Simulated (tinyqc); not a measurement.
Worked calculation: UHF in the sto-6g basis, for BeH2, spin multiplicity 1. One step of it, computed by the program tinyqc.

Question. Iteration 2: DIIS coefficients. Solve [B -1; -1 0][c; lambda] = [0; -1] for the coefficients, which sum to one.

B (overlaps of the stored error matrices):
```
[[8.9193201e-01, 4.9975455e-02],
 [4.9975455e-02, 6.4078363e-03]]
```

Give: DIIS coefficients.

Answer.

DIIS coefficients: [-0.0546, 1.0546]
